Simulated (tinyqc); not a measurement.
Charge stability of a double quantum dot, constant-interaction model with a charge sensor: across the interdot transition.

Capacitance matrix C = [[C1, -Cm], [-Cm, C2]], C1 = G1 + X1 + Cm + L1, C2 = G2 + X2 + Cm + L2. Gate charges n1 = (G1 V1 + X1 V2)/q, n2 = (X2 V1 + G2 V2)/q. The state (N1, N2) has U = (1/2) d^T E d with d = (N1 - n1, N2 - n2) and E = q^2 C^(-1). Leads at 0 V; no tunnel coupling, spin or level spacing. The sensor reads s1 <N1> + s2 <N2>.

The gate charges are n1 = 0.5000 + x, n2 = 0.5000 - x, a line through the middle of the (1,0)-(0,1) boundary. The detuning is U(0,1) - U(1,0); thermal means over all states within two electrons.

Values chosen for this exercise:
```
symbol,value,unit,meaning
G1,18,aF,gate 1 to dot 1
G2,28,aF,gate 2 to dot 2
X1,1.4,aF,gate 2 to dot 1
X2,3.2,aF,gate 1 to dot 2
Cm,43,aF,between the dots
L1,88,aF,dot 1 to leads and ground
L2,120,aF,dot 2 to leads and ground
s1,0.88,,sensor weight of dot 1
s2,0.32,,sensor weight of dot 2
T,0.25,K,temperature
```

Constants: q = 1.602176634e-19 C, kB = 1.380649e-23 J/K, Vt = kB T/q. Results are converted to the units shown.

Across the interdot transition:
```
x       detuning (meV)      <N1>      <N2>  sensor
-0.085         -0.1287  0.002622    0.9972  0.3214
-0.064         -0.0969   0.01120    0.9886  0.3262
-0.043         -0.0651   0.04682    0.9529  0.3461
-0.021         -0.0318    0.1866    0.8131  0.4244
0               0.0000    0.5000    0.5000  0.6000
0.021           0.0318    0.8134    0.1869  0.7756
0.043           0.0651    0.9532   0.04714  0.8539
0.064           0.0969    0.9888   0.01143  0.8738
0.085           0.1287    0.9974  0.002775  0.8786
```

Read the table: what changes, and by how much?

<N1> rises from 0.00262 to 0.997 while <N2> falls from 0.997 to 0.00278; their sum stays within 3.1e-4 of 1. The detuning moves by EC1 + EC2 - 2 ECm = 1.51 meV for each unit of x, and the step is a Fermi function of width kB T = 0.0215 meV, which makes it a thermometer once the lever arms are known.

Program tinyqc, `OMP_NUM_THREADS=1 python tinyqc.py 2470033 2470034 out.jsonl`; Intel Xeon 2.30GHz, shared host, one thread, about 0.01 s.
